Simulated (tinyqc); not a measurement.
What moves the results: electrons shared among three sets of ellipsoidal valleys. A value that a table varies takes the place of the one given here.

F_j(eta) = (1/Gamma(j + 1)) integral_0^infinity x^j dx/(1 + exp(x - eta)), which tends to exp(eta) for eta << 0.

Sets L, Gamma, Delta: N_i = M_i times N = 2 (m kB T/(4 pi c))^(3/2) with c = hbar^2/2m0, in 1/angstrom^3; times 1e24 for 1/cm^3, m = (ml mt^2)^(1/3); n = sum_i N_i F_1/2((EF - dE_i)/kT), energies from the edge of the first set; mu_drift = sum of share times mobility.

Constants: hbar^2/2m0 = 3.80998211 eV angstrom^2; kB = 8.617333262e-05 eV/K.

Values chosen for the exercise (masses and offsets near those of Ge; mobilities are free inputs, held fixed; shifted at random, so the results belong to these values and not to a real crystal): dE = (0, 0.138, 0.188) eV (edges of L, Gamma, Delta above the first); M = (4, 1, 6) (valleys in each set); ml = (1.597, 0.04, 0.924) m0 (longitudinal masses of L, Gamma, Delta); mt = (0.0784, 0.04, 0.2078) m0 (transverse masses); mu = (4500, 23000, 1000) cm^2/(V s) (mobility of each set); n = 2.3e+16 1/cm^3 (total electron density); T = 400 K.

## Transfer between valleys with temperature

Offsets, masses and mobilities are held fixed; n is fixed too, so the high values of T stand for hot electrons, not for the lattice.

Populations:
```
T (K)  EF (eV)  share L  share Gamma  share Delta  mu_drift
77     -0.0267   1.0000       0.0000       0.0000      4500
150    -0.0650   1.0000       0.0000       0.0000      4500
300    -0.1569   0.9978       0.0001       0.0021      4494
450    -0.2599   0.9763       0.0006       0.0232      4429
600    -0.3716   0.9250       0.0013       0.0737      4266
900    -0.6171   0.7866       0.0027       0.2107      3812
1200   -0.8843   0.6683       0.0036       0.3281      3417
2000   -1.6581   0.4938       0.0045       0.5017      2827
```

The share of L goes from 1.000 to 0.494 and the mean mobility from 4500 to 2827 cm^2/(V s). L holds more than Gamma throughout. The share of Delta is at most 0.5, and it is the largest set in some rows.

## Transfer between valleys with doping

Parabolic valleys; band tails and gap narrowing are left out.

Populations:
```
n (1/cm^3)  EF (eV)  share L  share Gamma  share Delta  mu_drift
1.0e+16     -0.2532   0.9869       0.0004       0.0128      4462
1.0e+17     -0.1738   0.9868       0.0004       0.0128      4462
1.0e+18     -0.0937   0.9866       0.0004       0.0131      4461
3.0e+18     -0.0543   0.9860       0.0004       0.0137      4459
1.0e+19     -0.0075   0.9836       0.0005       0.0159      4453
3.0e+19      0.0450   0.9751       0.0007       0.0242      4428
1.0e+20      0.1296   0.9180       0.0019       0.0800      4256
```

The share of L goes from 0.987 to 0.918 and the mean mobility from 4462 to 4256 cm^2/(V s). L holds more than Gamma throughout. The share of Delta is at most 0.08.

## Moving the second set by strain or alloying

The second entry of dE is replaced by the values listed; a negative value puts that set lowest.

Populations:
```
offset (eV)  EF (eV)  share L  share Gamma  share Delta  mu_drift
-0.100       -0.2351   0.7258       0.2648       0.0094      9366
-0.050       -0.2273   0.9100       0.0782       0.0118      5906
0.000        -0.2252   0.9679       0.0195       0.0125      4818
0.025        -0.2248   0.9778       0.0096       0.0127      4633
0.050        -0.2247   0.9826       0.0047       0.0127      4542
0.100        -0.2245   0.9861       0.0011       0.0128      4476
0.150        -0.2245   0.9870       0.0003       0.0128      4460
0.200        -0.2245   0.9872       0.0001       0.0128      4456
0.300        -0.2245   0.9872       0.0000       0.0128      4455
```

The share of L goes from 0.726 to 0.987 and the mean mobility from 9366 to 4455 cm^2/(V s). L holds more than Gamma throughout. The share of Delta is at most 0.013. With Boltzmann statistics the first two sets are equal at kT ln(N_2/N_1) = -0.1345 eV.

## What moves the populations

All else solved anew. Each row changes one parameter from the base and keeps the others.

Results:
```
case                                 EF (eV)  share L  share Gamma  share Delta  mu_drift (cm^2/(V s))
base                                 -0.2245   0.9869       0.0004       0.0128                   4462
T = 450 K                            -0.2599   0.9763       0.0006       0.0232                   4429
n = 6.9e+16 1/cm^3                   -0.1866   0.9868       0.0004       0.0128                   4462
dE = (0, 0.1104, 0.188) eV           -0.2245   0.9864       0.0008       0.0128                   4470
mt = (0.0784, 0.048, 0.2078) m0      -0.2245   0.9868       0.0004       0.0128                   4463
ml = (1.597, 0.048, 0.924) m0        -0.2245   0.9868       0.0004       0.0128                   4463
mu = (5400, 23000, 1000) cm^2/(V s)  -0.2245   0.9869       0.0004       0.0128                   5350
```

The largest shifts from the base row, up to three for each result and ties (the steps differ in size, so this ranks the rows, not the parameters). EF (eV): n +0.0379, T -0.0353; unchanged at the printed digits by dE, mt, ml and mu. share L: T -0.0106, dE -0.0004, mt -0.0001; unchanged at the printed digits by mu. share Gamma: dE +0.0004, T +0.0002; unchanged at the printed digits by n, mt, ml and mu. share Delta: T +0.0104; unchanged at the printed digits by n, dE, mt, ml and mu. mu_drift (cm^2/(V s)): mu +888, T -33, dE +8; unchanged at the printed digits by n.

(tinyqc, `OMP_NUM_THREADS=1 python tinyqc.py 1681389 1681390 out.jsonl`, Intel(R) Xeon(R) Processor @ 2.30GHz, 1 thread, shared host, about 0.01 s.)
